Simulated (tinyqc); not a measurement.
Time-domain thermoreflectance: layered heat flow under a modulated pulse train, and what the signal ratio measures: one step, computed by the program tinyqc. Command: `OMP_NUM_THREADS=1 python tinyqc.py 3111401 3111402 out.jsonl tdtr walk`. One thread of a shared host (Intel(R) Xeon(R) Processor @ 2.30GHz), about 0.3 s of CPU time with the checks.

Pulses repeat at 80 MHz; heat is laid down at the surface, all layers are isotropic, and the film is in perfect contact with the substrate.

Task: Impedance at k = 0 and the modulation frequency. For radial wave number k and angular frequency W each layer has u = sqrt(4 pi^2 k^2 + i W C/kappa) and gamma = kappa u. Surface impedance from below: Z = 1/gamma for the substrate; a layer of thickness L maps Z to (Z + tanh(u L)/gamma)/(1 + gamma Z tanh(u L)); a boundary adds 1/G. Take k = 0 and W = 2 pi f.

Inputs (values chosen for the exercise, modelled on aluminium on a SiGe alloy):

| quantity | value | unit |
|---|---|---|
| metal thickness d | 100 | nm |
| metal conductivity | 180 | W/(m K) |
| metal heat capacity | 2.42 | MJ/(m^3 K) |
| boundary conductance G under the metal | 47 | MW/(m^2 K) |
| film thickness | 16 | nm |
| film conductivity | 1.8 | W/(m K) |
| film heat capacity | 3 | MJ/(m^3 K) |
| substrate conductivity kappa | 7.94 | W/(m K) |
| substrate heat capacity C | 1.64 | MJ/(m^3 K) |
| modulation frequency f | 5 | MHz |

Stack: metal, film, substrate.

Give: Z of the substrate; Z at the surface.

Result:

Z of the substrate = 34.96-34.96i m^2 K/GW

Z at the surface = 33.93-40.20i m^2 K/GW
